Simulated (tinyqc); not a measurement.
Input admittance of a MOSFET at zero drain bias: distributed channel and distributed gate: effect of the channel length.

Source and drain grounded, strong inversion, w = 2 pi f, Cox = eps0 eox/tox. The channel is an RC line of resistance 1/(mu Cox Vo) per square fed from both ends, so one finger has the intrinsic admittance y = i w Cox L tanh(g)/g per width, g = (1/2) sqrt(i w tau), tau = L^2/(mu Vo). The vertical resistance rv/L is in series with y, the overlaps 2 i w Cov in parallel: y_t = 1/(1/y + rv/L) + 2 i w Cov. The gate strip is a line of Rsh/L per length loaded by y_t, so a finger has Y = y_t Wf tanh(k)/k, k = (Wf/sd) sqrt(y_t Rsh/L); the device has Nf Y.

Low-frequency limits, with c = Cox L and ct = c + 2 Cov: R_strip = Rsh Wf/(3 sd^2 L Nf), R_ch = (c/ct)^2 L/(12 mu Cox Vo Wf Nf), R_vert = (c/ct)^2 rv/(L Wf Nf), C = ct Wf Nf. Z = 1/(Nf Y) = R + 1/(i w C), Q = |Im Z|/R, far-point signal |1/cosh k|.

Inputs (values chosen for the exercise); values of the order met in silicon radio-frequency transistors: relative permittivity of the gate insulator (close to silicon nitride) eox = 7.53; insulator thickness tox = 14 nm; finger width Wf = 1.5 um; number of fingers Nf = 64; channel mobility mu = 390 cm^2/(V s); gate overdrive Vo = 0.57 V; sheet resistance of the gate Rsh = 12 ohm/square; vertical resistivity of the gate stack rv = 0 ohm um^2; number of ends at which a finger is contacted sd = 1; overlap and fringe capacitance on each side Cov = 0.23 fF/um; frequency f = 21 GHz.

Constants: eps0 = 8.8541878128e-14 F/cm where lengths are in cm. Results are converted to the units shown.

Results:

| L (um) | w tau | \|k\| | R (ohm) | low-frequency R (ohm) | C (fF) | Q | signal at the far point |
|---|---|---|---|---|---|---|---|
| 0.03 | 0.005342 | 0.2676 | 3.139 | 3.139 | 57.87 | 41.73 | 0.9996 |
| 0.058 | 0.01997 | 0.2127 | 1.683 | 1.683 | 70.67 | 63.71 | 0.9998 |
| 0.11 | 0.07182 | 0.1785 | 1.108 | 1.108 | 94.45 | 72.43 | 0.9999 |
| 0.42 | 1.047 | 0.1441 | 2.497 | 2.500 | 235.6 | 12.88 | 0.9992 |
| 0.8 | 3.799 | 0.1337 | 5.282 | 5.340 | 399.1 | 3.596 | 0.9976 |
| 1.6 | 15.19 | 0.1028 | 10.41 | 11.73 | 582.7 | 1.249 | 0.9967 |
| 3 | 53.42 | 0.07083 | 12.32 | 23.12 | 538.4 | 1.142 | 0.9984 |

Estimate the missing row, L = 0.22 um.

Computed row:

| L (um) | w tau | \|k\| | R (ohm) | low-frequency R (ohm) | C (fF) | Q | signal at the far point |
|---|---|---|---|---|---|---|---|
| 0.22 | 0.2873 | 0.1562 | 1.297 | 1.297 | 144.7 | 40.38 | 0.9997 |

With this row back in the table: As L goes from 0.03 to 3, R goes from 3.14 through a minimum of 1.11 (at L = 0.11 among the rows listed) to 12.3 ohm, C goes from 57.9 through a maximum of 583 (at L = 1.6 among the rows listed) to 538 fF and Q goes from 41.7 through a maximum of 72.4 (at L = 0.11 among the rows listed) to 1.14. R_strip falls as 1/L while R_ch grows with L, which gives the minimum of R.

Program tinyqc, `OMP_NUM_THREADS=1 python tinyqc.py 2262141 2262142 out.jsonl`; Intel Xeon 2.30GHz, shared host, one thread, about 0.01 s.
